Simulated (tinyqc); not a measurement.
Worked calculation: Hueckel theory of the pi electrons, for the molecule C1=CC=CC=CC=C1 (SMILES; centres numbered as the heavy atoms are written). Computed by tinyqc, a small Python program that keeps every step. Settings: charge = 0. Command: `OMP_NUM_THREADS=1 python tinyqc.py 25883 25884 out.jsonl` (the two numbers bound the seeds that draw the settings). One thread of a shared host (Intel(R) Xeon(R) Processor @ 2.60GHz), about 0.01 s of CPU time with the checks.

## The Hueckel matrix

Centres:
```
centre  z_r, pi electrons of the neutral centre       h
1C                                            1  0.0000
2C                                            1  0.0000
3C                                            1  0.0000
4C                                            1  0.0000
5C                                            1  0.0000
6C                                            1  0.0000
7C                                            1  0.0000
8C                                            1  0.0000
```

Bonds:
```
i  j  k
1  2  1
2  3  1
3  4  1
4  5  1
5  6  1
6  7  1
7  8  1
8  1  1
```

H_rr = alpha + h_r beta, H_rs = k_rs beta for bonded centres.

Hueckel matrix in units of beta (H = alpha + beta A):
```
        1C      2C      3C      4C      5C      6C      7C      8C
1C  0.0000  1.0000  0.0000  0.0000  0.0000  0.0000  0.0000  1.0000
2C  1.0000  0.0000  1.0000  0.0000  0.0000  0.0000  0.0000  0.0000
3C  0.0000  1.0000  0.0000  1.0000  0.0000  0.0000  0.0000  0.0000
4C  0.0000  0.0000  1.0000  0.0000  1.0000  0.0000  0.0000  0.0000
5C  0.0000  0.0000  0.0000  1.0000  0.0000  1.0000  0.0000  0.0000
6C  0.0000  0.0000  0.0000  0.0000  1.0000  0.0000  1.0000  0.0000
7C  0.0000  0.0000  0.0000  0.0000  0.0000  1.0000  0.0000  1.0000
8C  1.0000  0.0000  0.0000  0.0000  0.0000  0.0000  1.0000  0.0000
```

## Orbitals

pi electrons, sum of z_r less the charge = 8

Diagonalise; E = alpha + x beta with beta < 0, so the largest x are filled first; degenerate levels share their electrons. P = sum n_i c_ri c_si; each orbital has its largest coefficient positive (the first on a tie).

x values: 2.0000  1.4142  1.4142  0.0000  0.0000  -1.4142  -1.4142  -2.0000

occupations: 2.0000  2.0000  2.0000  1.0000  1.0000  0.0000  0.0000  0.0000

coefficients:
```
       MO1      MO2      MO3      MO4      MO5      MO6      MO7      MO8
1C  0.3536  -0.0641   0.4959   0.1831   0.4653   0.0000   0.5000   0.3536
2C  0.3536   0.3053   0.3960   0.4653  -0.1831  -0.3536  -0.3536  -0.3536
3C  0.3536   0.4959   0.0641  -0.1831  -0.4653   0.5000   0.0000   0.3536
4C  0.3536   0.3960  -0.3053  -0.4653   0.1831  -0.3536   0.3536  -0.3536
5C  0.3536   0.0641  -0.4959   0.1831   0.4653   0.0000  -0.5000   0.3536
6C  0.3536  -0.3053  -0.3960   0.4653  -0.1831   0.3536   0.3536  -0.3536
7C  0.3536  -0.4959  -0.0641  -0.1831  -0.4653  -0.5000   0.0000   0.3536
8C  0.3536  -0.3960   0.3053  -0.4653   0.1831   0.3536  -0.3536  -0.3536
```

charge and bond-order matrix P:
```
         1C       2C       3C       4C       5C       6C       7C       8C
1C   1.0000   0.6036   0.0000  -0.1036   0.0000  -0.1036   0.0000   0.6036
2C   0.6036   1.0000   0.6036   0.0000  -0.1036   0.0000  -0.1036   0.0000
3C   0.0000   0.6036   1.0000   0.6036   0.0000  -0.1036   0.0000  -0.1036
4C  -0.1036   0.0000   0.6036   1.0000   0.6036   0.0000  -0.1036   0.0000
5C   0.0000  -0.1036   0.0000   0.6036   1.0000   0.6036   0.0000  -0.1036
6C  -0.1036   0.0000  -0.1036   0.0000   0.6036   1.0000   0.6036   0.0000
7C   0.0000  -0.1036   0.0000  -0.1036   0.0000   0.6036   1.0000   0.6036
8C   0.6036   0.0000  -0.1036   0.0000  -0.1036   0.0000   0.6036   1.0000
```

Within a degenerate level the vectors are fixed only up to a rotation; this is one choice.

## Energy, charges, bond orders

E = sum n x; q_r = z_r - P_rr; bond order p = P_rs; free valence = sqrt(3) - sum of p over the bonds of the atom.

pi energy = 8 alpha + this times beta = 9.6569

pi charges: 1C 0.0000, 2C 0.0000, 3C 0.0000, 4C 0.0000, 5C 0.0000, 6C 0.0000, 7C 0.0000, 8C 0.0000

Bond orders and lengths from R = 1.517 - 0.180 p (angstrom, C-C alone):
```
bond       p       R
1-2   0.6036  1.4084
2-3   0.6036  1.4084
3-4   0.6036  1.4084
4-5   0.6036  1.4084
5-6   0.6036  1.4084
6-7   0.6036  1.4084
7-8   0.6036  1.4084
8-1   0.6036  1.4084
```

free valence of the carbons: 1C 0.5249, 2C 0.5249, 3C 0.5249, 4C 0.5249, 5C 0.5249, 6C 0.5249, 7C 0.5249, 8C 0.5249

gap between the highest filled and the next level = 1.4142 |beta|
